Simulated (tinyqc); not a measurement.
Special k points of the square lattice: sweeps and comparisons. A value that a table varies takes the place of the one given here.

Lattice vectors in units of a: a1 = (1, 0), a2 = (0, 1); reciprocal vectors b_i with a_i . b_j = 2 pi delta_ij. Mesh: k = sum_i f_i b_i with f_i = (2 j_i + shift)/(2 N), j_i = 0 .. N-1. The point group of the lattice has 8 operations; only those that map the mesh onto itself are used.

A_m(k) = sum over the m-th star of lattice vectors R of cos(k . R), stars in order of length: m = 1: |R|^2 = 1, 4 vectors, such as (1, 0) in the basis a_i; m = 2: |R|^2 = 2, 4 vectors, such as (1, 1) in the basis a_i; m = 3: |R|^2 = 4, 4 vectors, such as (2, 0) in the basis a_i; m = 4: |R|^2 = 5, 8 vectors, such as (2, 1) in the basis a_i; m = 5: |R|^2 = 8, 4 vectors, such as (2, 2) in the basis a_i; m = 6: |R|^2 = 9, 4 vectors, such as (3, 0) in the basis a_i. The zone mean of every A_m is zero.

Test function, the lower band of a two-band insulator: E(k) = -sqrt(D^2 + (e0 - t A_1(k))^2).

Parameters, chosen for this exercise:
- D = 1.48 eV (half gap term)
- t = 1 eV (coupling)
- e0 = 2.23 eV (offset)
- N = 4 (points along each reciprocal vector)
- shift = 1 (half steps)

## Mesh size and shift

Errors of the mean of E against the unshifted mesh with N = 96. The fifth column is |R|^2 of the shortest star with a non-zero mean.

Meshes:
```
mesh,points,irreducible,operations,|R|^2 missed,error (meV)
2 Gamma,4,3,8,4.00,-468.288
2 shifted,4,1,8,4.00,371.147
3 Gamma,9,3,8,9.00,-55.816
3 shifted,9,3,8,9.00,91.342
4 Gamma,16,6,8,16.00,4.704
4 shifted,16,3,8,16.00,-7.361
5 Gamma,25,6,8,25.00,3.425
5 shifted,25,6,8,25.00,-5.070
6 Gamma,36,10,8,36.00,-0.082
6 shifted,36,6,8,36.00,0.740
8 Gamma,64,15,8,>49,-0.010
8 shifted,64,10,8,>49,-0.048
10 Gamma,100,21,8,>49,0.003
10 shifted,100,15,8,>49,-0.003
```

reference mean = -3.04758 eV

The shifted mesh has the smaller error for 1 of 7 values of N and the larger for 5; the rest agree at the printed digits. The cheapest mesh within 1 meV is 6 shifted, with 6 irreducible points. A mesh misses the lattice vectors N (n1 a1 + n2 a2 + ...); the half shift gives each the sign (-1)^(n1 + n2 + ...), so the 4 shortest ones add up to -4 in place of 4: their term only changes sign. The shift keeps the full symmetry; it leaves fewer irreducible points for N = 2, 4, 6, 8 and 10.

## Gap and mesh density

D takes the values listed; errors against the unshifted mesh with N = 192, for unshifted meshes.

Errors (meV):
```
D (eV),reference (eV),N = 2,N = 4,N = 6,N = 8
0.2,-2.5192,-603.866,43.837,2.314,-4.525
0.4,-2.5627,-584.412,31.991,1.674,-2.384
0.8,-2.7019,-538.594,15.118,0.512,-0.523
1.5,-3.0593,-466.496,4.570,-0.086,-0.008
2.5,-3.7251,-393.935,1.805,-0.075,0.005
4.0,-4.9117,-322.500,1.177,-0.013,0.001
```

The first listed N from which the error stays below 0.5 meV is none for D = 0.2, none for D = 0.4, none for D = 0.8, 6 for D = 1.5, 6 for D = 2.5, 6 for D = 4 eV. A larger D makes the function smoother, so its Fourier coefficients fall faster with |R|; single entries change sign along a column, so a small error on one coarse mesh can be a cancellation.

## One point for the whole zone

The mean-value (Baldereschi) point is taken at k = (2 pi/a) (0.25, 0.25), that is f = (0.25, 0.25); the reference is the mesh with N = 96.

Single points:
```
point,A_1,A_2,A_3,A_4,E (eV)
Gamma,4.000,4.000,4.000,8.000,-2.3072
mean-value point,0.000,0.000,-4.000,0.000,-2.6764
zone-face centre b1/2,0.000,-4.000,4.000,0.000,-2.6764
```

reference mean = -3.0476 eV

The mean-value point makes A_1, A_2 and A_4 vanish. Its error is +371 meV, against +740 meV at Gamma and +371 meV at b1/2. E is not linear in A_1; its powers hold sums of nearest vectors and a non-zero mean, so this point is not exact. A_1 has the same value at b1/2, and E depends on A_1 alone, so this test cannot tell the two points apart.

## What moves the zone average

Mean of E over the mesh, and its error against the unshifted mesh with N = 96. Each row changes one parameter from the base and keeps the others.

Results:
```
case,mean (eV),error (meV),irreducible points
base,-3.0549,-7.36,3
N = 5,-3.0527,-5.07,6
shift = 0,-3.0429,4.70,6
D = 1.036 eV,-2.8194,-10.60,3
t = 1.3 eV,-3.3781,-35.94,3
```

The largest shifts from the base row, up to three for each result and ties (the steps differ in size, so this ranks the rows, not the parameters). mean (eV): t -0.3231, D +0.2355, shift +0.0121. error (meV): t -28.58, shift +12.06, D -3.24. irreducible points: N +3, shift +3; unchanged at the printed digits by D and t.

Program tinyqc; command `OMP_NUM_THREADS=1 python tinyqc.py 1650226 1650227 out.jsonl`; about 0.09 s on one thread of a shared Intel(R) Xeon(R) Processor @ 2.30GHz.
